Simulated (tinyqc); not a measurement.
Doping from the body effect.

Question. The threshold of a long MOSFET, counted against the source, shifts by gamma (sqrt(2 phiF + Vsb) - sqrt(2 phiF)) with gamma = sqrt(2 eps0 eps_r q N)/Cox. Find 2 phiF, gamma and N from two shifts.

Values chosen for this exercise:
```
symbol,value,unit,meaning
eps_r,11.8,,relative permittivity
```

Constants: q = 1.602176634e-19 C, eps0 = 8.8541878128e-14 F/cm where lengths are in cm. Results are converted to the units shown.

|VT - VT(0)| at source-body biases 1.1 and 2.3 V (V): 0.45376452  0.82598023
Cox = 0.78480301 uF/cm^2

Solution. The ratio of the shifts depends on 2 phiF alone and rises steadily with it, so it fixes 2 phiF; either shift then gives gamma, and gamma gives N.

2 phiF = 1.017 V
gamma = 1.016 V^0.5
N = 1.900e18 cm^-3

Numbers from tinyqc (`OMP_NUM_THREADS=1 python tinyqc.py 2060032 2060033 out.jsonl`; about 0.01 s on one thread of a shared Intel Xeon 2.30GHz).
